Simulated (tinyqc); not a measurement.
AlGaN/GaN HEMT with access regions, lumped model: effect of the aluminium share of the barrier.

A polarisation-induced electron sheet under a Schottky gate, in series with two ungated access regions and contacts. Drift law v = mu E/(1 + mu E/vs) under the gate. Currents in mA/mm, resistances in ohm mm. No self-heating, no channel-length modulation; fits for polarisation, barrier and offset are chosen for the exercise.

sigma = (5e13 x + 1.6e13 x^2) cm^-2, phiB = 0.84 + 1.3 x, dEc = 0.7 (1.71 x + x^2) in volts, Cb = eps0 eps_r/d, VT = phiB - dEc - q sigma/Cb, access density n0 = -Cb VT/q. Access resistance R(L, n) = L/(q mu n sqrt(1 - (I/(q n vs))^2)); Rs = Rc + R(Ls, n0), Rd = Rc + R(Ld, (1 - ft) n0). Vg' = Vg - I Rs, Vd' = Vd - I (Rs + Rd); with u = Vg' - VT, Vc = vs Lg/mu and w the smaller of Vd' and Vc [sqrt(1 + 2 u/Vc) - 1] (0 if negative), the channel gives (mu Cb/Lg)(u w - w^2/2)/(1 + w/Vc). I equals that channel current. Isat is I at Vd = 10 V, gm = dIsat/dVg, Ron the limit of Vd/I at small Vd.

Inputs (values chosen for the exercise); values close to those of AlGaN/GaN structures:
```
symbol,value,unit,meaning
d,12,nm,barrier thickness
eps_r,9.2,,relative permittivity of barrier and channel
mu,1200,cm^2/(V s),channel mobility
vs,1.2e7,cm/s,saturation velocity
Lg,1,um,gate length
Ls,1.5,um,source access length
Ld,8,um,drain access length
Rc,0.56,ohm mm,resistance of each contact
ft,0,,share of the drain-access electrons removed by traps
Vg,-1,V,gate voltage
```

Constants: q = 1.602176634e-19 C, eps0 = 8.8541878128e-14 F/cm where lengths are in cm. Results are converted to the units shown.

Result of one run:

| x | VT (V) | n0 (cm^-2) | Ron (ohm mm) | Isat (mA/mm) | gm (mS/mm) |
|---|---|---|---|---|---|
| 0.22 | -1.950 | 8.263e12 | 8.392 | 136.1 | 205.5 |

What becomes of these results when the aluminium share of the barrier x is changed from 0.22 to 0.27, all else the same?

Result of the changed run:

| x | VT (V) | n0 (cm^-2) | Ron (ohm mm) | Isat (mA/mm) | gm (mS/mm) |
|---|---|---|---|---|---|
| 0.27 | -2.645 | 1.121e13 | 6.276 | 310.0 | 255.6 |

The whole series:

| x | VT (V) | n0 (cm^-2) | Ron (ohm mm) | Isat (mA/mm) | gm (mS/mm) |
|---|---|---|---|---|---|
| 0.22 | -1.950 | 8.263e12 | 8.392 | 136.1 | 205.5 |
| 0.27 | -2.645 | 1.121e13 | 6.276 | 310.0 | 255.6 |
| 0.32 | -3.362 | 1.424e13 | 5.109 | 523.5 | 289.9 |
| 0.37 | -4.101 | 1.738e13 | 4.360 | 768.2 | 315.6 |
| 0.42 | -4.863 | 2.060e13 | 3.836 | 1039 | 335.8 |

As x goes from 0.22 to 0.42, Ron falls from 8.39 to 3.84 ohm mm, Isat rises from 136 to 1040 mA/mm and gm rises from 206 to 336 mS/mm. VT falls from -1.95 to -4.86 V. For x = 0.32 to 0.42 the power passes 5 W/mm, where self-heating, left out here, lowers the current.

Program tinyqc, `OMP_NUM_THREADS=1 python tinyqc.py 2570146 2570147 out.jsonl`; Intel Xeon 2.30GHz, shared host, one thread, about 0.02 s.
